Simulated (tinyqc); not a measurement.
Inside a calculation. Model: gated graphene, quantum capacitance.

Computed by the program tinyqc: `OMP_NUM_THREADS=1 python tinyqc.py 2200117 2200118 out.jsonl`, one thread of a shared Intel Xeon 2.30GHz, about 0.01 s for the whole run. Printed values are rounded.

phi is the Fermi level above the Dirac point, in volts; Vg is counted from the gate voltage of charge neutrality. Ideal linear bands, no charge puddles.

Values chosen for this exercise; values close to those of graphene:
```
symbol   value         unit                                                                 meaning
T           77            K                                                             temperature
eox       7.43               relative permittivity of the gate insulator (close to silicon nitride)
tox        5.7           nm                                                     insulator thickness
vF      1.01e6          m/s                                                          Fermi velocity
Dit          0  cm^-2 eV^-1                                                        density of traps
Vg        1.02            V                                                            gate voltage
```

Constants: q = 1.602176634e-19 C, kB = 1.380649e-23 J/K, hbar = 1.054571817e-34 J s, Vt = kB T/q, eps0 = 8.8541878128e-14 F/cm where lengths are in cm. Results are converted to the units shown.

## Gate capacitance

Cox = eps0 eox/tox.

Cox = 1.154151 uF/cm^2

## Starting value

phi = Vg.

phi at the start = 1.02 V

## Iteration 1: new phi

N0 = (2/pi)(kB T/(hbar vF))^2; n = N0 F1(phi/Vt), p = N0 F1(-phi/Vt), F1(e) = int_0^infinity u du/(1 + exp(u - e)) = -Li2(-exp(e)); Cq = q d(n - p)/dphi = (q N0/Vt) ln[2 (1 + cosh(phi/Vt))]. Newton: f = phi + q (n - p + Dit phi)/Cox - Vg, phi(new) = phi - f/(1 + (Cq + q Dit)/Cox).

n = 7.494396e13 cm^-2
p = 1.100361e-57 cm^-2
Cq = 23.54054 uF/cm^2
f = 10.40362 V
phi after iteration 1 = 0.5337681 V

## Iteration 2: new phi

As before.

n = 2.053061e13 cm^-2
p = 7.348910e-26 cm^-2
Cq = 12.31881 uF/cm^2
f = 2.363799 V
phi after iteration 2 = 0.3312751 V

## Course of the iteration

Stop when the step is below 1e-10 V, or after 40 iterations.

Course of the iteration:
```
iteration  phi before the step (V)  step (V)
1                             1.02    -0.486
2                        0.5337681    -0.202
3                        0.3312751   -0.0538
4                        0.2775049  -4.41e-3
5                        0.2730910  -3.01e-5
6                        0.2730608  -1.41e-9
7                        0.2730608         0
```

Converged in 7 iterations.

## Charge and capacitances at the solution

converged phi = 0.2730608 V

N0 = (2/pi)(kB T/(hbar vF))^2; n = N0 F1(phi/Vt), p = N0 F1(-phi/Vt), F1(e) = int_0^infinity u du/(1 + exp(u - e)) = -Li2(-exp(e)); Cq = q d(n - p)/dphi = (q N0/Vt) ln[2 (1 + cosh(phi/Vt))]. 1/C_G = 1/Cox + 1/(Cq + q Dit); dphi/dVg = Cox/(Cox + Cq + q Dit).

n - p = 5.380684e12 cm^-2
Cq = 6.301960 uF/cm^2
C_G = 0.9754970 uF/cm^2
dphi/dVg = 0.1547926

Cq is 5.46 times Cox, so C_G is 84.5 % of Cox; 26.8 % of the gate voltage has gone into phi.
